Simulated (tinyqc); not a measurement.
What each parameter does: hydrogenic donor in a hard-walled well (variational).

Trial function cos(pi z/L) exp(-r/lam), r measured from the donor at zi, walls at +/- L/2, one eps everywhere. Counted from the lowest subband, E(lam) = c/(m lam^2) - (q/eps) I0/I1, with I0 the integral of cos^2(pi z/L) exp(-2|z - zi|/lam) over the well and I1 the same with the factor (|z - zi| + lam/2); c = hbar^2/2m0, q = e^2/(4 pi eps0). The binding energy is -E at the minimum.

Constants: hbar^2/2m0 = 3.80998211 eV angstrom^2; e^2/(4 pi eps0) = 14.39964547 eV angstrom; Ry = 13.60569312 eV.

Values chosen for the exercise (near those of InGaAs; not measured data):
- m = 0.042 m0 (mass)
- eps = 13.7 (dielectric constant)
- L = 245 angstrom (well width)
- zi = 0 angstrom (position of the donor from the centre)

The minimum over lam; Ry* = Ry m/eps^2.

One parameter was then changed.

Results before and after:
```
case     binding (meV)  lam (angstrom)  binding/Ry*
base              6.09           151.6        2.000
changed           5.22           166.3        1.716
```

Which of these changes was made? (a) L = 318 angstrom; (b) zi = 49 angstrom; (c) m = 0.036 m0; (d) eps = 12.3.

Answer: (b) zi = 49 angstrom. Of the candidates, run in turn, only this one gives the changed row.

All candidates:
```
case              binding (meV)  lam (angstrom)  binding/Ry*
base                       6.09           151.6        2.000
m = 0.036 m0               5.51           170.8        2.110
eps = 12.3                 7.27           139.4        1.925
L = 318 angstrom           5.55           160.4        1.821
zi = 49 angstrom           5.22           166.3        1.716
```

(tinyqc, `OMP_NUM_THREADS=1 python tinyqc.py 1280421 1280422 out.jsonl`, Intel(R) Xeon(R) Processor @ 2.30GHz, 1 thread, shared host, about 0.02 s.)
